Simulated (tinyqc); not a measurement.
Hall measurement with a parallel conducting layer.

Two layers in parallel, unit Hall factors, low field: 1/Rs = q (ns mu + n2 m2); apparent mobility (ns mu^2 + sg n2 m2^2)/(ns mu + n2 m2); apparent density (ns mu + n2 m2)^2/(ns mu^2 + sg n2 m2^2); a negative value means the sign of the second layer.

Inputs (values chosen for the exercise): sheet density of the layer ns = 1.1e15 cm^-2; drift mobility mu = 69 cm^2/(V s); mobility of the parallel layer m2 = 66 cm^2/(V s); sign of its carriers relative to the first layer sg = 1.

Constants: q = 1.602176634e-19 C. Results are converted to the units shown.

Hall measurement with a parallel conducting layer:
```
n2 (cm^-2)	Rs (ohm/square)	apparent density (cm^-2)	apparent mobility (cm^2/(V s))	share of the conductance in layer 2 (%)
4e12	81.95	1.104e15	68.99	0.3466
2e13	80.83	1.120e15	68.95	1.709
6e13	78.16	1.160e15	68.85	4.959
3e14	65.22	1.400e15	68.38	20.69
1e15	43.99	2.099e15	67.60	46.51
5e15	15.38	6.098e15	66.56	81.30
2e16	4.471	2.110e16	66.16	94.56
8e16	1.165	8.110e16	66.04	98.58
3e17	0.3140	3.011e17	66.01	99.62
```

What does the comparison show?

The apparent mobility falls from 69.0 to 66.0 cm^2/(V s), between mu = 69 and sg m2 = 66. The apparent density never exceeds ns + n2; among the rows it falls to 1.00 of that sum, at n2 = 1e15.

Program tinyqc, `OMP_NUM_THREADS=1 python tinyqc.py 2850125 2850126 out.jsonl`; Intel Xeon 2.30GHz, shared host, one thread, about 0.01 s.
